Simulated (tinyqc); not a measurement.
Gaps across the alloy: alloy A(1-x)B(x) by interpolation with bowing.

Each gap follows E(x) = (1 - x) E_A + x E_B - C x (1 - x); the lattice constant follows Vegard, a(x) = (1 - x) a_A + x a_B.

Constants: hc = 1239.841984 eV nm.

Values chosen for the exercise (A near GaSb, B near GaAs; the results hold for these values, not for the real material): a = (6.088, 5.645) angstrom (lattice constant of A, B); Eg = (0.814, 1.53) eV (gap at Gamma to the s-like level of A, B); EgX = (1.127, 1.99) eV (gap to the lowest valley along Gamma-X of A, B); EgL = (0.876, 1.826) eV (gap to L of A, B); C = (1.224, 1.194, 1.285) eV (bowing of the Gamma, X and L gaps).

Eleven compositions.

Gaps (eV):

| x | a (angstrom) | Gamma | X | L | lowest | wavelength (nm) |
|---|---|---|---|---|---|---|
| 0.0 | 6.0880 | 0.814 | 1.127 | 0.876 | Gamma | 1523 |
| 0.1 | 6.0437 | 0.775 | 1.106 | 0.855 | Gamma | 1599 |
| 0.2 | 5.9994 | 0.761 | 1.109 | 0.860 | Gamma | 1628 |
| 0.3 | 5.9551 | 0.772 | 1.135 | 0.891 | Gamma | 1607 |
| 0.4 | 5.9108 | 0.807 | 1.186 | 0.948 | Gamma | 1537 |
| 0.5 | 5.8665 | 0.866 | 1.260 | 1.030 | Gamma | 1432 |
| 0.6 | 5.8222 | 0.950 | 1.358 | 1.138 | Gamma | 1305 |
| 0.7 | 5.7779 | 1.058 | 1.480 | 1.271 | Gamma | 1172 |
| 0.8 | 5.7336 | 1.191 | 1.626 | 1.430 | Gamma | 1041 |
| 0.9 | 5.6893 | 1.348 | 1.796 | 1.615 | Gamma | 920 |
| 1.0 | 5.6450 | 1.530 | 1.990 | 1.826 | Gamma | 810 |

How do the results move, and what explains it?

The lowest valley is Gamma at every x. The Gamma gap has a minimum inside the range, 0.761 eV at x = (C - (E_B - E_A))/(2C) = 0.208, since the bowing exceeds the difference of the end gaps.

Computed by tinyqc, a small Python program: `OMP_NUM_THREADS=1 python tinyqc.py 1051061 1051062 out.jsonl` (the numbers bound the seed that draws the inputs); one thread of a shared host (Intel(R) Xeon(R) Processor @ 2.30GHz), about 0.01 s for the whole set of steps.
